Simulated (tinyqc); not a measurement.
What each integral does: Slater-Koster d bands of an fcc metal.

Inputs chosen for the exercise (out of a larger set: of the size met in Ir; not measured data): dds = -1.011 eV (dd sigma); ddp = 0.637 eV (dd pi); ddd = -0.101 eV (dd delta).

Levels at Gamma, E(t2g) = 3 dds + 4 ddp + 5 ddd, E(eg) = 1.5 dds + 6 ddp + 4.5 ddd, and W = sqrt(12 mu2), the width of a rectangular band with the same second moment mu2 = z (dds^2 + 2 ddp^2 + 2 ddd^2)/5, z = 12.

Results for these values:

| case | t2g (eV) | eg (eV) | W (eV) |
|---|---|---|---|
| base | -0.9900 | 1.8510 | 7.3073 |

What happens to each result for ddd = -0.0859 eV, all else kept?

Answer: t2g rises from -0.9900 to -0.9145; eg rises from 1.8510 to 1.9189; W falls from 7.3073 to 7.2962.

The same for each parameter in turn:

| case | t2g (eV) | eg (eV) | W (eV) |
|---|---|---|---|
| base | -0.9900 | 1.8510 | 7.3073 |
| dds = -0.8593 eV | -0.5349 | 2.0785 | 6.7250 |
| ddp = 0.7325 eV | -0.6080 | 2.4240 | 7.8058 |
| ddd = -0.0859 eV | -0.9145 | 1.9189 | 7.2962 |

The ratio of the shifts of t2g and eg names the integral: 3 : 1.5 for dds, 4 : 6 for ddp, 5 : 4.5 for ddd.

Program tinyqc; command `OMP_NUM_THREADS=1 python tinyqc.py 1481293 1481294 out.jsonl`; about 0.03 s on one thread of a shared Intel(R) Xeon(R) Processor @ 2.30GHz.
